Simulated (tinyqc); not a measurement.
Random telegraph noise from one oxide trap in a small MOSFET: effect of the gate length.

An acceptor-like trap exchanges electrons with the channel. Inversion charge Q = Cox u, u = n Vt W0(exp((Vg - VT)/(n Vt))), W0 the Lambert function, n = nf, Cox = eps0 eox/tox; linear regime Id = (W/L) mu Q Vd. Relative to threshold the surface potential rises by Vt ln(u/u0) and the oxide voltage by the rest of Vg - VT, with u0 = n Vt W0(1).

N = Cox u/q; dpsi = Vt ln(u/u0); E = E0 - dpsi - (xt/tox)(Vg - VT - dpsi); capture time tc = 1/[(N/zi) vth s0 exp(-xt/lt - EB/Vt)]; emission time te = tc exp(-E/Vt); occupancy te/(tc + te). A = W L; threshold step dV = q (1 - xt/tox)/(Cox A); gm/Id = 1/(u + n Vt); relative step dI/I = (gm/Id) dV + asc mu/A. fc = (1/tc + 1/te)/(2 pi); rms = (dI/I) sqrt(tc te)/(tc + te).

Parameters, values chosen for the exercise; values of the order met in silicon transistors: temperature T = 300 K; relative permittivity of the gate insulator (close to silicon dioxide) eox = 3.9; insulator thickness tox = 4.2 nm; depth of the trap from the channel interface xt = 2 nm; trap level above the channel Fermi level at threshold E0 = 0.34 eV; capture prefactor s0 = 1e-16 cm^2; capture barrier (lattice relaxation) EB = 0.25 eV; tunnelling decay length lt = 0.18 nm; thermal velocity vth = 2.3e7 cm/s; thickness of the inversion layer zi = 1.5 nm; threshold voltage VT = 0.2 V; body factor nf = 1.27; gate width W = 120 nm; mobility mu = 120 cm^2/(V s); scattering coefficient of the charged trap asc = 0 V s; drain voltage Vd = 0.05 V; gate voltage Vg = 0.75 V.

Constants: q = 1.602176634e-19 C, kB = 1.380649e-23 J/K, Vt = kB T/q, eps0 = 8.8541878128e-14 F/cm where lengths are in cm. Results are converted to the units shown.

The same in every row: E (eV) = 0.03458; tc (s) = 0.02909; te (s) = 0.007636; occupancy = 0.2079; fc (Hz) = 26.31.

Result of one run:
```
dI/I (%)  rms dI/I (%)
1.143           0.4640
```

Which gate length L gave this result: 15, 25, 110 or 500 nm?

L = 15 nm.

The whole series:
```
L (nm)  dI/I (%)  rms dI/I (%)
15         1.143        0.4640
25        0.6861        0.2784
41        0.4183        0.1698
67        0.2560        0.1039
110       0.1559       0.06328
180      0.09529       0.03867
300      0.05717       0.02320
500      0.03430       0.01392
```

As L goes from 15 to 500, tc stays at 0.0291 s, te stays at 0.00764 s and dI/I falls from 1.14 to 0.0343 %. The step goes as 1/(W L), while the times do not depend on the size.

Range of the model: VT is taken as given; short-channel effects and the uneven flow of current among few electrons are left out.

Program tinyqc, `OMP_NUM_THREADS=1 python tinyqc.py 2710167 2710168 out.jsonl`; Intel Xeon 2.30GHz, shared host, one thread, about 0.01 s.
